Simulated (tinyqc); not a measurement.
# Counting rate against photon rate

True rate n = nph PDP (dark counts neglected); measured n/(1 + n td) for a non-paralysable detector, n exp(-n td) for a paralysable one.

Inputs (values chosen for the exercise): dead time td = 20 ns.

PDP = 0.243

Counting rate against photon rate:
```
nph (1/s)     n td  non-paralysable (1/s)  paralysable (1/s)
2.1e6      0.01021                5.051e5            5.051e5
4.7e6      0.02284                1.117e6            1.116e6
1.1e7      0.05346                2.537e6            2.534e6
2.5e7       0.1215                5.417e6            5.380e6
5.8e7       0.2819                1.099e7            1.063e7
1.3e8       0.6318                1.936e7            1.679e7
3.1e8        1.507                3.005e7            1.670e7
7.1e8        3.451                3.877e7            5.474e6
1.6e9        7.776                4.430e7            1.632e5
```

What does the table show?

The non-paralysable rate climbs towards 1/td = 5.00e7 1/s and reaches 0.886 of it. The paralysable rate goes from 5.05e5 through a maximum of 1.68e7 (at nph = 1.3e8 1/s among the rows listed) to 1.63e5 1/s; its true maximum, 1/(e td) = 1.84e7 1/s, lies at n td = 1, so a measured rate below that has two possible causes.

tinyqc, about 0.01 s, one thread, Intel Xeon 2.30GHz (shared host): `OMP_NUM_THREADS=1 python tinyqc.py 2630149 2630150 out.jsonl`
